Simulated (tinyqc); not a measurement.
Vacuum evaporation: vapour pressure, source flux, thickness distribution, purity and step coverage: one step, computed by the program tinyqc.

Molecular flow, unit sticking of the metal, no re-evaporation. The background gas is taken as water vapour (18.015 g/mol, collision diameter 0.37 nm) at 300 K.

Task: Rate and uniformity on a fixed wafer above the source. A small source emits (n + 1) Phi area cos^n(phi)/(2 pi) per solid angle; on a parallel plane at height h and lateral distance l the arrival rate is (n + 1) Phi area/(2 pi h^2) x (1 + (l/h)^2)^(-(n + 3)/2). Growth rate = arrival rate x m/rho, m = M u. The wafer is fixed and centred above the source.

Inputs (values chosen for the exercise, modelled on gallium, with constants for the liquid):
```
quantity                    value    unit
molar mass M                69.72   g/mol
film density rho             5.91  g/cm^3
source temperature T         1260       K
source area                   1.5    cm^2
directionality n                1       -
source-to-wafer distance h     55      cm
wafer radius R                7.5      cm
```

flux Phi = 3.923212e+17 1/(cm^2 s)

Constants: u = 1.6605390666e-27 kg.

Give: arrival rate at the centre; growth rate at the centre; edge over centre; non-uniformity (max - min)/(max + min); share of the material that lands on the wafer, 1 - (1 + (R/h)^2)^(-(n + 1)/2).

Result:

arrival rate at the centre = 6.1924e+13 1/(cm^2 s)

growth rate at the centre = 0.012130 nm/s

edge over centre = 0.96382

non-uniformity (max - min)/(max + min) = 1.8422 %

share of the material that lands on the wafer, 1 - (1 + (R/h)^2)^(-(n + 1)/2) = 1.8256 %
